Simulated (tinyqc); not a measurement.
Avalanche multiplication and breakdown of a junction from ionisation integrals: one step, computed by the program tinyqc. Command: `OMP_NUM_THREADS=1 python tinyqc.py 3008691 3008692 out.jsonl impact walk`. One thread of a shared host (Intel(R) Xeon(R) Processor @ 2.30GHz), about 0.01 s of CPU time with the checks.

Ionisation coefficients follow the local field. Position x runs through the depletion layer from the p side (x = 0), where electrons enter, to the n side (x = w), where holes enter. The built-in voltage is neglected.

Question. Coefficients at the critical field. alpha_n = a_n exp(-(b_n/F)^c), alpha_p = a_p exp(-(b_p/F)^c).

Inputs (values chosen for the exercise, modelled on silicon): electron prefactor a_n = 642000 1/cm; electron field b_n = 1.24e+06 V/cm; hole prefactor a_p = 1.65e+06 1/cm; hole field b_p = 2.1e+06 V/cm; exponent c = 1.

Junction: linearly graded.

critical field F_m = 0.2884824 MV/cm

Give: alpha_n; alpha_p; ratio k = alpha_p/alpha_n; shorter ionisation length.

Answer.

alpha_n = 8725 1/cm

alpha_p = 1138 1/cm

ratio k = alpha_p/alpha_n = 0.1304

shorter ionisation length = 1.146 micrometre

Electrons ionise more readily at the peak field.
